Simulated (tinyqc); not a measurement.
# Junctionless gate-all-around wire, depletion approximation, step by step

Computed by the program tinyqc: `OMP_NUM_THREADS=1 python tinyqc.py 2460097 2460098 out.jsonl`, one thread of a shared Intel Xeon 2.30GHz, about 0.01 s for the whole run. Printed values are rounded.

A uniformly doped n-type wire of radius R under a surrounding gate; long channel. Below flat band a shell from radius rc to R is fully depleted and the neutral core, at channel potential V (0 at the source, Vd at the drain), carries the current with constant mobility; s = (rc/R)^2 is the share of the cross-section that conducts. The edge of the depleted shell is taken as abrupt, so there is no subthreshold current.

Inputs (values chosen for the exercise); material values close to those of germanium:
```
symbol,value,unit,meaning
eps_r,16.3,,relative permittivity of the semiconductor
eox,3.9,,relative permittivity of the gate insulator
tox,3.9,nm,insulator thickness
R,6,nm,wire radius
Nd,1.4e19,cm^-3,donor density
Vfb,0.52,V,flat-band voltage
mu,52,cm^2/(V s),effective mobility in the wire
L,0.1,um,gate length
Vg,0.09,V,gate voltage
Vd,0.2,V,drain voltage
```

Constants: q = 1.602176634e-19 C, eps0 = 8.8541878128e-14 F/cm where lengths are in cm. Results are converted to the units shown.

## Voltages that deplete the wire

Cox = eps0 eox/(R ln(1 + tox/R)); A = q Nd R^2/(4 eps0 eps_r); B = q Nd R/(2 Cox); VT = Vfb - A - B.

Cox = 1.14926 uF/cm^2
A = 0.139876 V
B = 0.585518 V
VT = -0.205395 V

Of the 0.725 V needed, 80.7 % drops over the insulator. The device is normally on.

## Iteration 1: conducting share at the source by Newton steps

s at the start = 0.5

With V = 0: f = A (1 - s + s ln s) + B (1 - s) - (Vfb - Vg); f' = A ln s - B; s(new) = s - f/f'.

f = -0.115780 V
f' = -0.682473 V
s after iteration 1 = 0.330352

## Iteration 2: conducting share at the source by Newton steps

As before.

f = 0.00457868 V
f' = -0.740445 V
s after iteration 2 = 0.336536

## Course of the iteration: conducting share at the source by Newton steps

Stop when s changes by less than 1e-11, or after 30 iterations. s must stay positive.

Course of the iteration:
```
iteration         s  |change|
1          0.330352     0.170
2          0.336536   6.18e-3
3          0.336547   1.09e-5
4          0.336547  3.35e-11
5          0.336547   < 1e-13
```

Converged in 5 iterations. At the end the number of correct digits about doubles with each step.

## Core radius, conductance and current

s0 = 0.336547
sL = 0.0897788

s solves Vfb - Vg + V = A (1 - s + s ln s) + B (1 - s), and s = 0 where the left side exceeds A + B. I = (q mu Nd pi R^2/L)[g(s0) - g(sL)], g = A (s^2/4 - (s^2/2) ln s) + B s^2/2, with s0 at V = 0 and sL at V = Vd. rc = R sqrt(s0); the small-signal conductance at Vd = 0 is q mu Nd pi R^2 s0/L.

rc at the source = 3.48076 nm
conductance = 4.43956 uS
I = 0.550692 uA
